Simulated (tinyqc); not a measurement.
What each parameter does: strained quantum well: band edges, subbands and transparency.

Growth on (001), barriers unstrained: tr(e) = e (2 - nu2), Z = b e (1 + nu2); Ec = Ev + Eg + ac tr(e), E_HH = Ev + av tr(e) + Z, E_LH = Ev + av tr(e) - Z (coupling to the split-off band left out).

Masses along z: me, 1/(g1 - 2 g2) for HH, 1/(g1 + 2 g2) for LH, likewise in the barrier; in the plane me, 1/(g1 + g2) for HH and 1/(g1 - g2) for LH (no mixing, which understates the hole masses away from k = 0). Level n solves k L + 2 atan[(k/m)/(kappa/mb)] = n pi, k = sqrt(m E/c), kappa = sqrt(mb (V - E)/c), c = hbar^2/2m0.

Transparency (Bernard-Duraffourg): Fc - Fv equals the lowest transition energy with n = p, n = sum m/(2 pi c) kB T ln(1 + exp((Fc - E)/kB T)) and p likewise over the listed subbands; c = hbar^2/2m0, 1/angstrom^2 = 1e16/cm^2.

Constants: hbar^2/2m0 = 3.80998211 eV angstrom^2; kB = 8.617333262e-05 eV/K; hc = 1239.841984 eV nm.

Inputs chosen for the exercise (near those of an InGaAs/InP well; the results hold for these values, not for the real material):

| symbol | value | unit | meaning |
|---|---|---|---|
| e | 0.0074 |  | strain in the plane |
| nu2 | 0.982 |  | 2 C12/C11 |
| Eg | 0.836 | eV | unstrained gap of the well |
| Ev | -0.617 | eV | its valence edge |
| ac | -6.27 | eV |  |
| av | 1.09 | eV | Ev moves by av tr(e) |
| b | -1.91 | eV | shear potential |
| Egb | 1.352 | eV | gap of the barrier |
| Evb | -0.94 | eV | its valence edge |
| L | 84 | angstrom | well width |
| me | 0.0472 | m0 | electron mass |
| g1 | 12.58 |  | gamma1 |
| g2 | 4.83 |  | gamma2 |
| meb | 0.08 | m0 |  |
| g1b | 5.08 |  |  |
| g2b | 1.6 |  |  |
| T | 300 | K | temperature |

Edge wavelength, hh1 - lh1 and n_tr.

One parameter was then changed.

Results before and after:

| case | wavelength (nm) | hh1 - lh1 (meV) | n_tr (1e12/cm^2) |
|---|---|---|---|
| base | 1464.3 | -19.3 | 0.632 |
| changed | 1471.4 | -27.5 | 0.617 |

Which of these changes was made? (a) Eg = 0.816 eV; (b) g1 = 13.33; (c) T = 340 K; (d) e = 0.0054; (e) b = -2.2 eV; (f) me = 0.0519 m0; (g) L = 94 angstrom; (h) ac = -5.64 eV.

Answer: (e) b = -2.2 eV. Of the candidates, run in turn, only this one gives the changed row.

All candidates:

| case | wavelength (nm) | hh1 - lh1 (meV) | n_tr (1e12/cm^2) |
|---|---|---|---|
| base | 1464.3 | -19.3 | 0.632 |
| L = 94 angstrom | 1487.2 | -24.0 | 0.631 |
| e = 0.0054 | 1428.6 | -4.6 | 0.671 |
| Eg = 0.816 eV | 1497.4 | -19.3 | 0.632 |
| b = -2.2 eV | 1471.4 | -27.5 | 0.617 |
| ac = -5.64 eV | 1456.7 | -19.3 | 0.633 |
| me = 0.0519 m0 | 1467.1 | -19.3 | 0.670 |
| g1 = 13.33 | 1463.3 | -20.6 | 0.606 |
| T = 340 K | 1464.3 | -19.3 | 0.731 |

tinyqc: `OMP_NUM_THREADS=1 python tinyqc.py 1280794 1280795 out.jsonl`; about 0.02 s, one thread, shared Intel(R) Xeon(R) Processor @ 2.30GHz.
